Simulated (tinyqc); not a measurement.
Ellipsoidal valleys in the axes of a wafer and a channel, step by step. Values are carried at full precision from step to step, so a last printed digit may differ when a step is redone from the rounded ones.

Valleys with axes a along x, y and z, two valleys each; inverse mass tensor w = 1/mt + (1/ml - 1/mt) a a. Device axes: z = nz/|nz|, x = nx/|nx|, y = z cross x; in them a = (ax, ay, az). Confinement mass mz = 1/w_zz. In the plane w_ij is replaced by u_ij = w_ij - w_iz w_jz/w_zz (i, j = x, y); density-of-states mass md = 1/sqrt(det u); conductivity mass along x mc = 1/u_xx; ballistic transport mass mx = u_yy/det u, width mass my = 1/u_yy.

Constants: hbar^2/2m0 = 3.80998211 eV angstrom^2; kB = 8.617333262e-05 eV/K.

Inputs chosen for the exercise (near those of the Delta valleys of Si; the results hold for these values, not for the real material): ml = 0.905 m0 (longitudinal mass); mt = 0.184 m0 (transverse mass); nz = (1, 1, 0) (surface normal (confinement)); nx = (1, -1, 0) (channel direction); t = 6.1 nm (thickness of the film); T = 300 K (temperature).

## Device axes and valley axes

Give the rows x, y, z in cubic components and each valley axis in device components.

device axes:
```
    [100]    [010]    [001]
x  0.7071  -0.7071   0.0000
y  0.0000   0.0000  -1.0000
z  0.7071   0.7071   0.0000
```

valley axes:
```
        ax       ay      az
x   0.7071   0.0000  0.7071
y  -0.7071   0.0000  0.7071
z   0.0000  -1.0000  0.0000
```

## Tensors of the valley z

Form w and the reduced tensor u.

w (1/m0):
```
        x       y       z
x  5.4348  0.0000  0.0000
y  0.0000  1.1050  0.0000
z  0.0000  0.0000  5.4348
```

u (1/m0):
```
        x       y
x  5.4348  0.0000
y  0.0000  1.1050
```

w_xz = w_yz = 0: the normal is a principal axis and u is the upper block of w.

## Masses of all valleys

Give mz, md, mc, mx and my.

Masses (m0):

| valley | mz | md | mc | mx | my |
|---|---|---|---|---|---|
| x | 0.3058 | 0.3165 | 0.5445 | 0.5445 | 0.1840 |
| y | 0.3058 | 0.3165 | 0.5445 | 0.5445 | 0.1840 |
| z | 0.1840 | 0.4081 | 0.1840 | 0.1840 | 0.9050 |

mz md^2 = ml mt^2 = 0.03064 for every valley, so a heavy confinement mass comes with a small density of states. The heaviest mz is 0.306, for x and y.

## Subbands and shares in a film

Hard walls: E_n = c (n pi/t)^2/mz, c = hbar^2/2m0, n = 1, 2, 3. Non-degenerate share of a valley proportional to md sum_n exp(-E_n/kT); mean 1/mc = sum of share/mc. 1 nm = 10 angstrom.

Give the ladders, the shares and the mean conductivity mass.

Subbands:

| valley | E1 (meV) | E2 (meV) | E3 (meV) | share |
|---|---|---|---|---|
| x | 33.0 | 132.2 | 297.4 | 0.393 |
| y | 33.0 | 132.2 | 297.4 | 0.393 |
| z | 54.9 | 219.7 | 494.3 | 0.213 |

mean mc = 0.3840 m0

The lowest ladder (x and y) holds 79 % of the electrons in these valleys, the next starts 22 meV higher.

## Checks

- mz md^2 against ml mt^2: they agree to 1e-10 or better.
- mx my against md^2: they agree to 1e-10 or better.

Run: tinyqc, `OMP_NUM_THREADS=1 python tinyqc.py 1881151 1881152 out.jsonl`; Intel(R) Xeon(R) Processor @ 2.30GHz, one thread, shared host; about 0.01 s of CPU time with all checks.
